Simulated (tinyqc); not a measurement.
# Tunnelling through a gate dielectric, WKB transmission and Tsu-Esaki current: effect of temperature

Electrons leave the emitter at x = 0. Energies E (motion across the layers) are in eV from the emitter Fermi level; the collector Fermi level lies at -V and offers states at every E. No charge in the dielectric and no image force: F1 = V/t1, U = phi1 - F1 x. With C = hbar^2/(2 m0), kappa = sqrt(m (U - E)/C) where U > E and 0 elsewhere; T(E) = exp(-S), S = 2 times the integral of kappa over x.

Each layer adds (2/F) sqrt(m/C) [G(u at its left edge) - G(u at its right edge)] to S, with u = U - E (0 where negative) and G(u) = (2/3) u^1.5. J = J0 times the integral of T(E) N(E) dE, N = ln[(1 + exp(-E/Vt))/(1 + exp((-E - V)/Vt))], J0 = q^2 me m0 kB T/(2 pi^2 hbar^3) (times 1e-4 for A/cm^2 per eV), from E = -Ef to far above the barrier (T = 1 there), by quadrature converged to the digits shown.

Inputs (values chosen for the exercise); dielectric values close to those of aluminium oxide:
- Ef = 0.25 eV (Fermi energy of the emitter above its band bottom)
- me = 1 m0 (emitter mass in the supply function)
- phi1 = 2.7 eV (barrier of layer 1 above the emitter Fermi level at zero bias)
- m1 = 0.41 m0 (tunnelling mass of layer 1)
- t1 = 2 nm (thickness of layer 1)
- V = 1.1 V (voltage across the dielectric)

Constants: q = 1.602176634e-19 C, kB = 1.380649e-23 J/K, hbar = 1.054571817e-34 J s, m0 = 9.1093837015e-31 kg, Vt = kB T/q, hbar^2/(2 m0) = 0.0380998212 eV nm^2. Results are converted to the units shown.

Effect of temperature:

| T (K) | J (A/cm^2) | mean E of the current (eV) |
|---|---|---|
| 50 | 1.168 | -0.1502 |
| 100 | 1.175 | -0.1493 |
| 200 | 1.202 | -0.1458 |
| 300 | 1.249 | -0.1399 |
| 400 | 1.317 | -0.1318 |
| 500 | 1.406 | -0.1213 |
| 600 | 1.519 | -0.1084 |
| 750 | 1.741 | -0.08430 |

Read the table: what changes, and by how much?

Between 50 and 300 K the current changes by a factor of 1.07, and between 300 and 750 K by 1.39; the mean energy of the current rises from -0.150 to -0.0843 eV. The transmission grows by a factor e over d = 0.222 eV near E = 0, equal to kB T/q at 2570 K: far below that temperature the thermal tail adds little.

Computed by the program tinyqc: `OMP_NUM_THREADS=1 python tinyqc.py 2540029 2540030 out.jsonl`, one thread of a shared Intel Xeon 2.30GHz, about 0.03 s for the whole run.
